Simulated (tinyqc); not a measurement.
Field, mass and barrier from the scaled variables.

Inverse problem. A barrier edge falls as U0 - F x over a width d with F = V/d. With e = (C F^2/m1)^(1/3), C = hbar^2/(2 m0), the Airy arguments at its edges are z1 = (U0 - E)/e and z2 = (U0 - V - E)/e. Find e, m1 and U0.

Inputs (values chosen for the exercise):
```
symbol  value  unit                     meaning
E       0.082    eV             electron energy
d         8.9    nm               barrier width
V         0.3     V  voltage across the barrier
```

Constants: q = 1.602176634e-19 C, hbar = 1.054571817e-34 J s, m0 = 9.1093837015e-31 kg, hbar^2/(2 m0) = 0.0380998212 eV nm^2. Results are converted to the units shown.

z1 and z2: [2.1754883, -1.7093122]

Solution. z1 - z2 = V/e gives e, its definition gives m1, and U0 = E + z1 e.

e = 0.07722 eV
m1 = 0.09400 m0
U0 = 0.2500 eV

Program tinyqc, `OMP_NUM_THREADS=1 python tinyqc.py 2580044 2580045 out.jsonl`; Intel Xeon 2.30GHz, shared host, one thread, about 0.01 s.
